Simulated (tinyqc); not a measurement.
Planar ballistic transistor, top-of-the-barrier model: two steps of the calculation.

At the top of the source barrier, states moving towards the drain are filled by the source (Fermi level 0) and states moving back by the drain (Fermi level -q Vd); nothing scatters. U is the shift of the band edge there, set by the capacitances CG, CD and CS (the total) and by the charge. Parabolic two-dimensional band; the source is grounded.

Values chosen for this exercise; mass and valleys close to those of a monolayer dichalcogenide:
```
symbol  value  unit                                                                 meaning
T         300     K                                                             temperature
m        0.49    m0                                                          effective mass
gv          2                                                             valley degeneracy
eox        22                                   relative permittivity of the gate insulator
tox       3.1    nm                                                     insulator thickness
aG       0.77                                                            gate control CG/CS
aD      0.051                                                           drain control CD/CS
E0       0.32    eV  band edge at the barrier top above the source Fermi level at zero bias
Vg       0.33     V                                                            gate voltage
Vd        0.2     V                                                           drain voltage
```

Constants: q = 1.602176634e-19 C, kB = 1.380649e-23 J/K, hbar = 1.054571817e-34 J s, m0 = 9.1093837015e-31 kg, Vt = kB T/q, eps0 = 8.8541878128e-14 F/cm where lengths are in cm. Results are converted to the units shown.

Problem 1. Density of states, capacitances and charge at zero bias. N0 = gv m kB T/(pi hbar^2), CG = eps0 eox/tox, vT = sqrt(2 kB T/(pi m)), CS = CG/aG, n0 = n at U = 0 and Vd = 0. eta1 = -(E0 + U)/Vt, eta2 = eta1 - Vd/Vt, n = (N0/2)[F_0(eta1) + F_0(eta2)], F_0(x) = ln(1 + exp x). UL = -(aG Vg + aD Vd).

Wanted: N0; CG; CS; n0; UL.

Solution 1.

N0 = 1.058e13 cm^-2
CG = 6.284 uF/cm^2
CS = 8.161 uF/cm^2
n0 = 4.455e7 cm^-2
UL = -0.2643 eV

Problem 2. Current, mean velocity and share of the gate voltage. I = q (N0/2) vT [F_(1/2)(eta1) - F_(1/2)(eta2)] per width, F_(1/2)(x) = (2/sqrt(pi)) int_0^infinity u^(1/2)/(1 + exp(u - x)) du. Mean velocity I/(q n). CQ = (q/Vt) dn/d(eta1); the band edge follows the gate as -dU/dVg = aG/(1 + CQ/CS).

converged U = -0.25592900 eV

Find: eta1; n; I; mean velocity; CQ; -dU/dVg.

Solution 2.

eta1 = -2.478
n = 4.264e11 cm^-2
I = 53.08 uA/um
mean velocity = 7.770e6 cm/s
CQ = 2.539 uF/cm^2
-dU/dVg = 0.5873 eV/V

The carriers from the source are non-degenerate (eta1 = -2.48), and the mean velocity is 1.01 times vT = sqrt(2 kB T/(pi m)) = 7.69e6 cm/s.

tinyqc, about 0.02 s, one thread, Intel Xeon 2.30GHz (shared host): `OMP_NUM_THREADS=1 python tinyqc.py 2400174 2400175 out.jsonl`
